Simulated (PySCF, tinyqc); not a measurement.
Coupled-perturbed Hartree-Fock on RHF in the sto-3g basis, for H4, spin multiplicity 1, step by step. The lowest restricted solution is unstable here: a spin-polarised one lies 0.0107 hartree lower (PySCF). Computed by tinyqc, a small Python program that keeps every step (integrals from PySCF). Settings: charge = 0, multiplicity = 1, basis = sto-3g, method = RHF, energy threshold = 1e-10, iteration cap = 75, orthogonalisation = canonical, start = Wolfsberg-Helmholz matrix, DIIS depth = 6. Command: `OMP_NUM_THREADS=1 python tinyqc.py 26050 26051 out.jsonl` (the two numbers bound the seeds that draw the settings). One thread of a shared host (Intel(R) Xeon(R) Processor @ 2.60GHz), about 0.1 s of CPU time with the checks. The early iterations of the SCF are left out here.

## One-electron integrals

Geometry (angstrom):
```
atom       x       y       z
H     0.0000  0.0000  0.0000
H     0.0000  0.0000  1.1280
H     0.0000  1.5800  0.0000
H     0.0000  1.5800  1.1280
```

Basis sto-3g: exponents (1/bohr^2) and contraction coefficients of normalised primitives:
```
element  l (shell)  exponent  coefficient
H            s (1)    3.4253       0.1543
H            s (1)    0.6239       0.5353
H            s (1)    0.1689       0.4446
```

Overlap, kinetic and nuclear-attraction integrals over the contracted functions; the nuclear repulsion is the sum of Za Zb / Rab.

nuclear repulsion = 2.153270 hartree

overlap S, order 1H 1s, 2H 1s, 3H 1s, 4H 1s:
```
[[1.0000, 0.4244, 0.2287, 0.1312],
 [0.4244, 1.0000, 0.1312, 0.2287],
 [0.2287, 0.1312, 1.0000, 0.4244],
 [0.1312, 0.2287, 0.4244, 1.0000]]
```

kinetic energy T (hartree), order 1H 1s, 2H 1s, 3H 1s, 4H 1s:
```
[[0.7600, 0.0705, 0.0037, -0.0093],
 [0.0705, 0.7600, -0.0093, 0.0037],
 [0.0037, -0.0093, 0.7600, 0.0705],
 [-0.0093, 0.0037, 0.0705, 0.7600]]
```

nuclear attraction V (hartree), order 1H 1s, 2H 1s, 3H 1s, 4H 1s:
```
[[-2.2934, -0.9052, -0.4609, -0.2716],
 [-0.9052, -2.2934, -0.2716, -0.4609],
 [-0.4609, -0.2716, -2.2934, -0.9052],
 [-0.2716, -0.4609, -0.9052, -2.2934]]
```

core Hamiltonian H = T + V (hartree), order 1H 1s, 2H 1s, 3H 1s, 4H 1s:
```
[[-1.5334, -0.8347, -0.4572, -0.2809],
 [-0.8347, -1.5334, -0.2809, -0.4572],
 [-0.4572, -0.2809, -1.5334, -0.8347],
 [-0.2809, -0.4572, -0.8347, -1.5334]]
```

## Two-electron integrals

Functions are numbered as in S; the eight-fold symmetry (ij|kl) = (ji|kl) = (kl|ij) leaves the list below.

Two-electron integrals (ij|kl) in chemists' order, unique and non-zero (hartree):
```
(11|11) 0.7746   (21|11) 0.2542   (21|21) 0.1117   (22|11) 0.4384
(22|21) 0.2542   (22|22) 0.7746   (31|11) 0.1199   (31|21) 0.0437
(31|22) 0.0834   (31|31) 0.0292   (32|11) 0.0580   (32|21) 0.0264
(32|22) 0.0624   (32|31) 0.0147   (32|32) 0.0090   (33|11) 0.3299
(33|21) 0.1310   (33|22) 0.2714   (33|31) 0.1199   (33|32) 0.0624
(33|33) 0.7746   (41|11) 0.0624   (41|21) 0.0264   (41|22) 0.0580
(41|31) 0.0147   (41|32) 0.0088   (41|33) 0.0580   (41|41) 0.0090
(42|11) 0.0834   (42|21) 0.0437   (42|22) 0.1199   (42|31) 0.0205
(42|32) 0.0147   (42|33) 0.0834   (42|41) 0.0147   (42|42) 0.0292
(43|11) 0.1310   (43|21) 0.0575   (43|22) 0.1310   (43|31) 0.0437
(43|32) 0.0264   (43|33) 0.2542   (43|41) 0.0264   (43|42) 0.0437
(43|43) 0.1117   (44|11) 0.2714   (44|21) 0.1310   (44|22) 0.3299
(44|31) 0.0834   (44|32) 0.0580   (44|33) 0.4384   (44|41) 0.0624
(44|42) 0.1199   (44|43) 0.2542   (44|44) 0.7746
```

## Orthogonalisation

S = U s U^T; canonical form X = U s^(-1/2), so that X^T S X = 1. Each column of U has its largest component positive (the first on a tie).

eigenvalues of S: [0.4780, 0.6731, 1.0646, 1.7843]

X, order 1H 1s, 2H 1s, 3H 1s, 4H 1s:
```
[[0.7232, 0.6094, 0.4846, 0.3743],
 [-0.7232, -0.6094, 0.4846, 0.3743],
 [-0.7232, 0.6094, -0.4846, 0.3743],
 [0.7232, -0.6094, -0.4846, 0.3743]]
```

## Starting guess

The start is the generalised Wolfsberg-Helmholz matrix (K = 1.75) built on H; D = 2 C_occ C_occ^T.

D at the start, order 1H 1s, 2H 1s, 3H 1s, 4H 1s:
```
[[0.7499, 0.7499, -0.1895, -0.1895],
 [0.7499, 0.7499, -0.1895, -0.1895],
 [-0.1895, -0.1895, 0.7499, 0.7499],
 [-0.1895, -0.1895, 0.7499, 0.7499]]
```

## Iteration 2 (converged): orbitals

converged F (hartree), order 1H 1s, 2H 1s, 3H 1s, 4H 1s:
```
[[-0.2183, -0.4352, -0.1693, -0.1393],
 [-0.4352, -0.2183, -0.1393, -0.1693],
 [-0.1693, -0.1393, -0.2183, -0.4352],
 [-0.1393, -0.1693, -0.4352, -0.2183]]
```

Diagonalise F' = X^T F X, C = X C', fill 2 alpha and 2 beta electrons from the bottom; D = 2 C_occ C_occ^T. Each column has its largest component positive (the first on a tie).

F' = X^T F X (hartree):
```
[[0.5164, 0.0000, 0.0000, 0.0000],
 [0.0000, 0.2778, 0.0000, 0.0000],
 [0.0000, 0.0000, -0.3240, 0.0000],
 [0.0000, 0.0000, 0.0000, -0.5392]]
```

orbital energies (hartree): [-0.5392, -0.3240, 0.2778, 0.5164]

coefficients C, order 1H 1s, 2H 1s, 3H 1s, 4H 1s:
```
[[0.3743, 0.4846, 0.6094, 0.7232],
 [0.3743, 0.4846, -0.6094, -0.7232],
 [0.3743, -0.4846, 0.6094, -0.7232],
 [0.3743, -0.4846, -0.6094, 0.7232]]
```

D after iteration 2, order 1H 1s, 2H 1s, 3H 1s, 4H 1s:
```
[[0.7499, 0.7499, -0.1895, -0.1895],
 [0.7499, 0.7499, -0.1895, -0.1895],
 [-0.1895, -0.1895, 0.7499, 0.7499],
 [-0.1895, -0.1895, 0.7499, 0.7499]]
```

## Convergence

Stop when the energy changes by less than 1e-10 hartree and every element of the error matrix X^T (F D S - S D F) X is below 3e-06.

Course of the cycle:
```
iteration  E (hartree)     change  largest element of the error matrix
1            -1.981997          -                             1.25e-15
2            -1.981997  -1.78e-15                             7.05e-16
```

PySCF RHF in the same basis = -1.981997 hartree

Converged in 2 iterations.

## Populations, bond orders and dipole

Mulliken: Z minus the diagonal of D S on the atom; Loewdin: the same with S^(1/2) D S^(1/2); Mayer order: 2 sum_s sum (D(s) S)_ij (D(s) S)_ji over the two atoms.

Charges (e):
```
atom  Mulliken  Loewdin
1H           0        0
2H           0        0
3H           0        0
4H           0        0
```

Mayer bond orders:
```
pair   order
2-1   1.0000
3-1        0
3-2        0
4-1        0
4-2        0
4-3   1.0000
```

dipole moment about the origin, x y z (debye): [0.0000, 0.0000, 0.0000]

## Integrals over molecular orbitals

(pq|rs) = sum C_ip C_jq C_kr C_ls (ij|kl), one index at a time.

one-electron integrals over orbitals h = C^T H C (hartree):
```
[[-1.7409, 0.0000, 0.0000, 0.0000],
 [0.0000, -1.5312, 0.0000, 0.0000],
 [0.0000, 0.0000, -1.2998, 0.0000],
 [0.0000, 0.0000, 0.0000, -1.0928]]
```

Two-electron integrals over orbitals (pq|rs), unique and non-zero (hartree):
```
(11|11) 0.4556   (21|21) 0.1596   (22|11) 0.4529   (22|22) 0.4611
(31|31) 0.1162   (32|32) 0.0909   (33|11) 0.4457   (33|22) 0.4467
(33|33) 0.4539   (41|32) 0.0887   (41|41) 0.0867   (42|31) 0.1206
(42|42) 0.1307   (43|21) 0.1609   (43|43) 0.1764   (44|11) 0.4525
(44|22) 0.4608   (44|33) 0.4622   (44|44) 0.4770
```

## Response to a field: uncoupled start

dipole integrals <a|z|i> (bohr), order a3, a4:
```
[[-1.1949, 0.0000],
 [0.0000, -1.1523]]
```

Field along z; U_ai = -mu_ai / (e_a - e_i), alpha = -4 sum U_ai mu_ai.

uncoupled U, order a3, a4:
```
[[1.4625, 0.0000],
 [0.0000, 1.3712]]
```

uncoupled polarisability = 13.3109 bohr^3

## Coupled step 1

U_ai = -(mu_ai + sum_bj [4 (ai|bj) - (ab|ij) - (aj|bi)] U_bj) / (e_a - e_i); alpha = -4 sum U_ai mu_ai.

U after step 1, order a3, a4:
```
[[1.2456, 0.0000],
 [0.0000, 1.0783]]
```

polarisability = 10.9241 bohr^3

## Coupled step 2

As before.

U after step 2, order a3, a4:
```
[[1.3033, 0.0000],
 [0.0000, 1.1144]]
```

polarisability = 11.3662 bohr^3

## Coupled polarisability

Repeat until U stops changing; compare with -d2E/dF2.

Course of the coupled iterations:
```
step  alpha (bohr^3)
0            13.3109
1            10.9241
2            11.3662
3            11.2898
4            11.3050
5            11.3028
6            11.3034
7            11.3034
8            11.3034
9            11.3034
10           11.3034
11           11.3034
12           11.3034
13           11.3034
14           11.3034
15           11.3034
16           11.3034
17           11.3034
```

coupled polarisability = 11.3034 bohr^3

finite-field check, fields of +/-0.001 au = 11.3034 bohr^3
